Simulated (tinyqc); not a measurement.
# Trap depth and cross-section from two peaks

Problem. A DLTS peak lies where ew = sn g T^2 exp(-Et/kB T), g = vth Nc/(300 K)^2. Find Et and sn.

Inputs (values chosen for the exercise):

| symbol | value | unit | meaning |
|---|---|---|---|
| Nc | 2.83e19 | cm^-3 | conduction-band density of states at 300 K |
| vth | 2.3e7 | cm/s | thermal velocity at 300 K |

Constants: q = 1.602176634e-19 C, kB = 1.380649e-23 J/K. Results are converted to the units shown.

peak temperatures for ew = 5 and 1000 1/s (K): [208.81664, 260.55705]

Solution. The slope of ln(ew/T^2) against q/kB T is -Et, and the intercept is ln(sn g).

Et = 0.4400 eV
sn = 6.600e-16 cm^2

Computed by the program tinyqc: `OMP_NUM_THREADS=1 python tinyqc.py 2050169 2050170 out.jsonl`, one thread of a shared Intel Xeon 2.30GHz, about 0.01 s for the whole run.
